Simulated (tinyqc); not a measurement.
Temperatures in a stack of 2 dies with leakage feedback: one step of the calculation.

One-dimensional heat flow to a sink below die 0. The power of each die is released in a plane at its top; from the plane of die j > 0 heat crosses its silicon (ts), a bond layer and the wiring of die j - 1; from die 0 it crosses t0, paste and sink. Copper shares the path through bond and wiring in parallel: k_eff = fm km + (1 - fm) k. Silicon is taken at the temperature of the plane above it. Leakage is P_l exp((T - 350 K)/Tl).

Problem. Resistances per area at 300 K. R = thickness/conductivity for each layer.

Inputs (values chosen for the exercise); conductivities of the order met in silicon, wiring layers, bonds and pastes:

| symbol | value | unit | meaning |
|---|---|---|---|
| k0 | 139 | W/(m K) | conductivity of silicon at 300 K |
| ts | 20 | um | thickness of a thinned die |
| t0 | 500 | um | thickness of the die next to the sink |
| tb | 13 | um | thickness of the wiring layers |
| kb | 1.9 | W/(m K) | conductivity of the wiring layers |
| tg | 30 | um | thickness of a bond layer |
| kg | 1.6 | W/(m K) | conductivity of the bond dielectric |
| fm | 0 |  | area share of copper through bond and wiring |
| km | 390 | W/(m K) | conductivity of copper |
| Rt | 0.11 | K cm^2/W | paste and lid |
| Rs | 0.24 | K cm^2/W | heat sink |

Find: thick die; thinned die; k_eff of the bond; k_eff of the wiring; bond plus wiring; paste plus sink.

Solution.

thick die = 0.03597 K cm^2/W
thinned die = 0.001439 K cm^2/W
k_eff of the bond = 1.600 W/(m K)
k_eff of the wiring = 1.900 W/(m K)
bond plus wiring = 0.2559 K cm^2/W
paste plus sink = 0.3500 K cm^2/W

Numbers from tinyqc (`OMP_NUM_THREADS=1 python tinyqc.py 2162103 2162104 out.jsonl`; about 0.02 s on one thread of a shared Intel Xeon 2.30GHz).
